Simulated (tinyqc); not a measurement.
Ways to converge the cycle: SCF convergence aids in the 6-311g basis, for H2, spin multiplicity 3. Computed by the program tinyqc with PySCF. UHF with one setting changed at a time; a run stops when the energy changes by less than 1e-09 hartree and the error matrix is below 1e-5. The start is the Wolfsberg-Helmholz matrix. Damping d keeps d of the old density; a shift (hartree) raises the virtual levels; DIIS n extrapolates F over n matrices.

Geometry (angstrom):
```
atom,x,y,z
H,0.0000,0.0000,0.0000
H,0.0000,0.0000,1.1540
```

lowest solution found by these runs and by PySCF with stability checks = -0.911670 hartree

Largest element of the error matrix X^T (FDS - SDF) X:
```
iteration,plain,damping 0.3,damping 0.6,shift 0.4,DIIS 3,DIIS 8
1,3.3e-01,3.3e-01,3.3e-01,3.3e-01,3.3e-01,3.3e-01
2,6.0e-02,1.4e-01,2.2e-01,1.0e-01,6.0e-02,6.0e-02
3,1.5e-02,5.9e-02,1.5e-01,4.0e-02,9.2e-03,9.2e-03
4,4.5e-03,2.7e-02,9.8e-02,1.9e-02,6.5e-04,6.5e-04
5,1.4e-03,1.3e-02,6.6e-02,1.0e-02,1.6e-04,1.4e-04
6,4.7e-04,6.3e-03,4.5e-02,5.5e-03,2.1e-05,1.5e-05
8,5.3e-05,1.6e-03,2.1e-02,1.7e-03,5.8e-07,1.8e-08
10,6.3e-06,4.2e-04,1.0e-02,5.2e-04,-,-
14,-,3.2e-05,2.6e-03,5.5e-05,-,-
20,-,-,3.5e-04,-,-,-
30,-,-,1.4e-05,-,-,-
```

How each run ends:
```
run,iterations,E (hartree),state
plain,11,-0.91167,lowest found
damping 0.3,19,-0.91167,lowest found
damping 0.6,40,-0.91167,lowest found
shift 0.4,18,-0.91167,lowest found
DIIS 3,8,-0.91167,lowest found
DIIS 8,8,-0.91167,lowest found
```

What does the comparison show, and why?

6 of 6 runs reach the lowest solution found, in 8 to 40 iterations (fastest: DIIS 3, DIIS 8). Plain steps already contract here, so damping only slows them. DIIS 3 and DIIS 8 gain by cancelling the error over several earlier matrices, much as a quasi-Newton step does.
